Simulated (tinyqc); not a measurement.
Longitudinal sound in a periodic multilayer: transfer matrices, stop bands and folded phonons: one step, computed by the program tinyqc.

Layers 1 and 2 repeat with period d = d_1 + d_2; waves travel normal to the layers, without loss. State vector (u, s): displacement u and stress divided by omega. Impedances Z = rho v are in 1e6 kg/(m^2 s).

Problem. Impedances, mean velocity and Bragg frequency. Z = rho v; interface reflection r = (Z_2 - Z_1)/(Z_2 + Z_1) (stress amplitude, from 1 into 2); Bragg frequency f_B = 1/[2 (d_1/v_1 + d_2/v_2)]; long-wave velocity v_eff = d/sqrt[(d_1/v_1)^2 + (d_2/v_2)^2 + (Z_1/Z_2 + Z_2/Z_1)(d_1/v_1)(d_2/v_2)].

Inputs (values chosen for the exercise, modelled on silica (layer 1), platinum (layer 2) and gallium arsenide (substrate)):

| quantity | value | unit |
|---|---|---|
| density rho_1 | 2.16 | g/cm^3 |
| velocity v_1 | 5860 | m/s |
| thickness d_1 | 335 | nm |
| density rho_2 | 21.1 | g/cm^3 |
| velocity v_2 | 4010 | m/s |
| thickness d_2 | 229 | nm |
| substrate density | 5.39 | g/cm^3 |
| substrate velocity | 4780 | m/s |

Give: Z_1; Z_2; Z of the substrate; interface reflection r; Bragg frequency f_B; long-wave velocity v_eff.

Solution.

Z_1 = 12.6576

Z_2 = 84.611

Z of the substrate = 25.7642

interface reflection r = 0.7397

Bragg frequency f_B = 4.375 GHz

long-wave velocity v_eff = 3321 m/s
